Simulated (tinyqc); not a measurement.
Worked calculation: Haynes-Shockley experiment: drift, diffusion and decay of a minority-carrier pulse. Computed by tinyqc, a small Python program that keeps every step. Command: `OMP_NUM_THREADS=1 python tinyqc.py 3110404 3110405 out.jsonl haynes walk`. One thread of a shared host (Intel(R) Xeon(R) Processor @ 2.30GHz), about 0.01 s of CPU time with the checks. Intermediate numbers are printed to about 6 digits and carried at full precision; extremes and crossings named in words are read from the listed rows.

A thin sheet of excess carriers is made at x = 0, t = 0 in a long uniform bar; injection is low, so the pulse moves with the minority mobility.

Inputs (values chosen for the exercise, modelled on electrons in p-type silicon in a lightly doped bar): minority mobility mu = 1490 cm^2/(V s); lifetime tau = 150 microsecond; temperature T = 300 K; field F = 26 V/cm; distance d to the collector = 0.77 cm; second distance d2 = 1.6 cm; injected sheet density N0 = 4.9e+09 1/cm^2.

Constants: k_B = 8.617333262e-05 eV/K.

## Transport coefficients

D = mu k_B T/e, v = mu F. Transit time d/v, diffusion length sqrt(D tau), drift length v tau, Peclet number v d/D = e F d/(k_B T).

D = 38.5195 cm^2/s

drift velocity v = 38740 cm/s

transit time d/v = 19.8761 microsecond

diffusion length = 760.126 micrometre

drift length v tau = 5.811 cm

Peclet number = 774.408

The pulse must travel 0.133 drift lengths.

## The signal at the collector

dn(x, t) = N0/sqrt(4 pi D t) exp(-(x - v t)^2/(4 D t) - t/tau). At fixed x the signal peaks where d ln(dn)/dt = 0: a t^2 + t/2 - x^2/(4 D) = 0 with a = v^2/(4 D) + 1/tau. The full width at half maximum is found by solving dn(x, t) = peak/2 on both sides of the peak.

time of the peak t_p = 19.8437 microsecond

peak density = 4.37787e+10 1/cm^3

width at half maximum = 2.37536 microsecond

The peak comes 0.16 % before d/v, since spreading and recombination both weaken the later part of the pulse.

## Shape in time

Times are 0.7, 0.8, 0.9, 0.95, 1, 1.05, 1.1, 1.2 and 1.4 t_p.

Signal at d:
```
t/t_p  t (microsecond)  dn (1/cm^3)      dn/peak
0.70           13.8906  6.69234e-01  1.52868e-11
0.80           15.8749  2.72523e+06  6.22501e-05
0.90           17.8593  5.08949e+09  1.16255e-01
0.95           18.8515  2.62977e+10  6.00697e-01
1.00           19.8437  4.37787e+10  1.00000e+00
1.05           20.8358  2.76062e+10  6.30586e-01
1.10           21.8280  7.52775e+09  1.71950e-01
1.20           23.8124  6.88405e+07  1.57247e-03
1.40           27.7811  1.07195e+01  2.44858e-10
```

At 0.9 and 1.1 t_p the signal is 0.116 and 0.172 of its peak: the trailing side is the wider one.

## Simple reading of the pulse

With w the full width at half maximum: mu = d/(F t_p); D = (w d)^2/(16 ln2 t_p^3); Einstein ratio D/mu against k_B T/e.

apparent mobility = 1492.44 cm^2/(V s)

apparent D = 38.6038 cm^2/s

apparent D/mu = 25.8663 mV

error of mu = 0.163430 %

error of D = 0.218832 %

The true k_B T/e is 25.85 mV.

## Two distances

Differences remove part of the bias: mu = (d2 - d)/(F (t_p2 - t_p)). The time-integrated signal is A(x) = (N0/u) exp(x (v - u)/(2 D)), u = sqrt(v^2 + 4 D/tau); the simple lifetime is tau = (t_p2 - t_p)/ln(A(d)/A(d2)).

t_p2 = 41.2612 microsecond

mobility from two distances = 1490.51 cm^2/(V s)

area ratio A(d)/A(d2) = 1.15351

lifetime from areas = 149.974 microsecond

Errors: mobility +0.03 % (one distance +0.16 %), lifetime -0.02 %.

## How the errors depend on the field

With w that width: mu = d/(F t_p); D = (w d)^2/(16 ln2 t_p^3). The field is scaled by the factors listed.

Errors of the simple reading:
```
factor  F (V/cm)    v d/D  v^2 tau/(4 D)  error of mu (%)  error of D (%)
0.5         13.0   387.20          365.3         0.395387        0.437755
0.7         18.2   542.09          715.9         0.254458        0.312671
1.0         26.0   774.41         1461.1         0.163430        0.218832
1.5         39.0  1161.61         3287.4         0.101333        0.145856
2.5         65.0  1936.02         9131.7         0.057141        0.087493
4.0        104.0  3097.63        23377.1         0.034427        0.054675
7.0        182.0  5420.86        71592.3         0.019147        0.031239
```

The error of mu falls from 0.395 to 0.0191 %. For large v d/D it is about D/(v d) + 2 D/(v^2 tau), here 0.0191 % in the last row: one part from spreading, one from recombination.

Checks made by the program: area of the signal against its closed form (relative difference below 1e-10).
